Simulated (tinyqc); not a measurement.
# Implanted layer, carriers, mobility and sheet resistance with incomplete ionisation, step by step

Program tinyqc, `OMP_NUM_THREADS=1 python tinyqc.py 2110048 2110049 out.jsonl`; Intel Xeon 2.30GHz, shared host, one thread, about 0.01 s. Printed values are rounded.

An n-type layer from the surface x = 0 to the junction xj, N(x) = N0 exp(-(x - Rp)^2/(2 sg^2)). Local neutrality (no depletion at surface or junction, no spilling of carriers), intrinsic carriers neglected, Boltzmann statistics.

Values chosen for this exercise; values close to those of arsenic in silicon over a p-type background: temperature T = 350 K; background doping of the opposite type Nb = 2.5e15 cm^-3; peak chemical concentration N0 = 1.1e18 cm^-3; mobility limit at high doping m1 = 51.1 cm^2/(V s); mobility limit at low doping, at 300 K m2 = 1430 cm^2/(V s); reference doping of the mobility law Nr = 9.65e16 cm^-3; exponent of the mobility law am = 0.695; temperature exponent of m2 bt = 2.1; solubility limit of active dopant Ns = 1.96e20 cm^-3; conduction-band density of states at T NB = 3.55e19 cm^-3; ionisation energy in the dilute limit Ei = 0.0537 eV; degeneracy factor of the level gd = 2; lowering of Ei per N^(1/3) ks = 0 eV cm; straggle after annealing sg = 63 nm; projected range Rp = 51 nm.

Constants: q = 1.602176634e-19 C, kB = 1.380649e-23 J/K, Vt = kB T/q. Results are converted to the units shown.

## Junction depth and local values

xj = Rp + sg sqrt(2 ln(N0/Nb)); 14 equal steps from 0 to xj. Active dopant A = min(N, Ns); n solves n (n + Nb)/(A - Nb - n) = K, K = (NB/gd) exp(-E/Vt), E = max(Ei - ks A^(1/3), 0), so n = 2 K (A - Nb)/[Nb + K + sqrt((Nb + K)^2 + 4 K (A - Nb))]; mobility mu = m1 + (m2 (T/300 K)^(-bt) - m1)/(1 + ((A + Nb)/Nr)^am).

xj = 270.8109 nm

| point | x (nm) | N (cm^-3) | A (cm^-3) | n (1e17 cm^-3) | mu (cm^2/(V s)) |
|---|---|---|---|---|---|
| 0 | 0.0000 | 7.926653e17 | 7.926653e17 | 6.488915 | 235.5817 |
| 1 | 19.3436 | 9.695397e17 | 9.695397e17 | 7.688320 | 215.5662 |
| 2 | 38.6873 | 1.079191e18 | 1.079191e18 | 8.400994 | 205.6420 |
| 3 | 58.0309 | 1.093171e18 | 1.093171e18 | 8.490301 | 204.4830 |
| 4 | 77.3745 | 1.007709e18 | 1.007709e18 | 7.938913 | 211.9326 |
| 5 | 96.7182 | 8.453544e17 | 8.453544e17 | 6.853100 | 228.9916 |
| 6 | 116.0618 | 6.453565e17 | 6.453565e17 | 5.436268 | 257.8769 |
| 7 | 135.4054 | 4.483505e17 | 4.483505e17 | 3.937124 | 302.0109 |
| 8 | 154.7491 | 2.834605e17 | 2.834605e17 | 2.584237 | 365.5414 |
| 9 | 174.0927 | 1.630890e17 | 1.630890e17 | 1.526710 | 451.6229 |
| 10 | 193.4363 | 8.539130e16 | 8.539130e16 | 0.806499 | 558.7817 |
| 11 | 212.7800 | 4.068737e16 | 4.068737e16 | 0.376813 | 676.7352 |
| 12 | 232.1236 | 1.764261e16 | 1.764261e16 | 0.150543 | 786.8783 |
| 13 | 251.4672 | 6.961821e15 | 6.961821e15 | 0.044515 | 871.2542 |
| 14 | 270.8109 | 2.5e15 | 2.5e15 | 0.000000 | 923.0981 |

At the point of highest doping 77.8 % of the net active dopant gives free carriers. The mobility runs from 204 to 923 cm^2/(V s).

## Sheet quantities by the trapezoid rule

Dose = integral of N, carrier sheet density = integral of n, 1/Rs = q integral of n mu, mean mobility 1/(q Rs sheet density), Hall mobility (unit Hall factor) = integral of n mu^2 over integral of n mu, Hall sheet density = (integral of n mu)^2/integral of n mu^2; all from 0 to xj.

dose = 1.3702e13 cm^-2
carrier sheet density = 1.1118e13 cm^-2
Rs = 2268.3 ohm/square
mean mobility = 247.49 cm^2/(V s)
Hall mobility = 273.62 cm^2/(V s)
Hall sheet density = 1.0057e13 cm^-2

Carriers make up 81.1 % of the dose. A Hall measurement weights the mobile tail, so its sheet density is 9.6 % below the true one. With 4000 steps Rs = 2266 ohm/square; the coarse value is 0.11 % above it.
